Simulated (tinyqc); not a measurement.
AlGaN/GaN HEMT with access regions, lumped model: one step of the calculation.

A polarisation-induced electron sheet under a Schottky gate, in series with two ungated access regions and contacts. Drift law v = mu E/(1 + mu E/vs) under the gate. Currents in mA/mm, resistances in ohm mm. No self-heating, no channel-length modulation; fits for polarisation, barrier and offset are chosen for the exercise.

Task. Polarisation charge, threshold and sheet resistance. sigma = (5e13 x + 1.6e13 x^2) cm^-2, phiB = 0.84 + 1.3 x, dEc = 0.7 (1.71 x + x^2) in volts, Cb = eps0 eps_r/d, VT = phiB - dEc - q sigma/Cb, access density n0 = -Cb VT/q. Rsh = 1/(q mu n0); largest access current q n0 vs.

Inputs (values chosen for the exercise); values close to those of AlGaN/GaN structures:
- x = 0.19 (aluminium share of the barrier)
- d = 20 nm (barrier thickness)
- eps_r = 9.3 (relative permittivity of barrier and channel)
- mu = 1400 cm^2/(V s) (channel mobility)
- vs = 1.4e7 cm/s (saturation velocity)

Constants: q = 1.602176634e-19 C, eps0 = 8.8541878128e-14 F/cm where lengths are in cm. Results are converted to the units shown.

Give: sigma; Cb; VT; n0; Rsh; q n0 vs.

Result.

sigma = 1.0078e13 cm^-2
Cb = 0.41172 uF/cm^2
VT = -3.0873 V
n0 = 7.9337e12 cm^-2
Rsh = 561.94 ohm
q n0 vs = 1779.6 mA/mm

Computed by the program tinyqc: `OMP_NUM_THREADS=1 python tinyqc.py 2570005 2570006 out.jsonl`, one thread of a shared Intel Xeon 2.30GHz, about 0.01 s for the whole run.
